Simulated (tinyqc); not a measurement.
Line shape against size: Raman line shape of confined optical phonons and breathing modes of small crystals. Computed by tinyqc, a small Python program. Command: `OMP_NUM_THREADS=1 python tinyqc.py 3002023 3002024 out.jsonl confine walk`. One thread of a shared host (Intel(R) Xeon(R) Processor @ 2.30GHz), about 0.03 s of CPU time with the checks.

Confinement in 2 direction(s) lets phonons with q away from zero scatter light. q is in units of 2 pi/a, from 0 to 1, and the branch is isotropic: omega(q)^2 = (omega_0^2 + omega_X^2)/2 + ((omega_0^2 - omega_X^2)/2) cos(pi q). The model and its constant beta are phenomenological; beta = 8 is the common choice.

Inputs (values chosen for the exercise, modelled on silicon):

| quantity | value | unit |
|---|---|---|
| bulk frequency omega_0 | 520.6 | 1/cm |
| frequency at the zone boundary omega_X | 405 | 1/cm |
| natural width Gamma_0 | 3.2 | 1/cm |
| lattice constant a | 5.431 | angstrom |
| size L | 3.1 | nm |
| confinement constant beta | 8 | - |

Shape: wire.

Method:
- Weight W(q) = q^1 exp(-(2 L q/a)^2/(2 beta)) dq, that is exp(-k^2 L^2/(2 beta pi^2)) for k = 2 pi q/a.
- Width q_c = a sqrt(2 beta)/(2 L), where the exponential falls to 1/e; curvature of the branch: omega(q) = omega_0 - c q^2, c = pi^2 (omega_0^2 - omega_X^2)/(8 omega_0); for small q_c the mean of q^2 is (number of confined directions) q_c^2/2, and the mean shift is -c times that.
- I(omega) = int W(q) / [(omega - omega(q))^2 + (Gamma_0/2)^2] dq / int W dq x (Gamma_0/2)^2, by 400 Gauss-Legendre points on 0 < q < min(1, 2.5 a sqrt(2 beta)/L).
- The peak is the maximum of I; the width is taken between the half-maximum points, and the asymmetry is the low-side half-width over the high-side one.

mean shift, quadratic estimate = -31.1303 1/cm

Line shape:

| L (nm) | peak shift (1/cm) | full width (1/cm) | asymmetry | mean shift, quadratic estimate (1/cm) |
|---|---|---|---|---|
| 3 | -4.7969 | 34.89 | 5.7426 | -33.240 |
| 3.6 | -3.939 | 25.165 | 4.7487 | -23.083 |
| 4.4 | -3.1991 | 18.072 | 3.8727 | -15.453 |
| 5.5 | -2.5497 | 12.9 | 3.1026 | -9.8897 |
| 7 | -1.9931 | 9.2992 | 2.4605 | -6.1053 |
| 10 | -1.3631 | 6.191 | 1.7917 | -2.9916 |
| 15 | -0.84231 | 4.4196 | 1.3349 | -1.3296 |
| 25 | -0.405 | 3.5042 | 1.0732 | -0.47866 |

What does the comparison show, and why?

The peak shift falls with exponent -1.08 at the small end and -1.43 at the large end. For still larger L it tends to the mean shift, which goes as 1/L^2; the ratio is 0.14 in the first row and 0.85 in the last. The width exceeds Gamma_0 by over 10 % for L up to 15 nm. In a wire the factor q lowers the weight at q = 0.

Extremes, crossings and ranges named in words are read from the listed rows.
